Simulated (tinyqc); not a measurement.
Inside a calculation. Method: CCSD on RHF in the 6-31g basis, for H-, spin multiplicity 1. The basis has no diffuse functions, so it cannot describe the extra electron: this is an exercise in the method, not the real anion. One step of it, computed by the program tinyqc.

Problem. Iteration 1: diagonalisation and new density. Diagonalise F' = X^T F X, C = X C', fill 1 alpha and 1 beta electrons from the bottom; D = 2 C_occ C_occ^T. Each column has its largest component positive (the first on a tie).

Fock matrix F (hartree):
```
,1H 1s,1H 2s
1H 1s,0.663221,-0.085318
1H 2s,-0.085318,0.197595
```

X:
```
,1H 1s,1H 2s
1H 1s,1.243622,-0.467072
1H 2s,-0.467072,1.243622
```

Give: F' = X^T F X; orbital energies; coefficients C; D after iteration 1.

Solution.

F' = X^T F X (hartree):
```
,1,2
1,1.1680,-0.6506
2,-0.6506,0.5494
```

orbital energies (hartree): MO1 0.1383, MO2 1.5790

coefficients C:
```
,MO1,MO2
1H 1s,0.2694,1.3008
1H 2s,0.8018,-1.0591
```

D after iteration 1:
```
,1H 1s,1H 2s
1H 1s,0.1452,0.4321
1H 2s,0.4321,1.2859
```
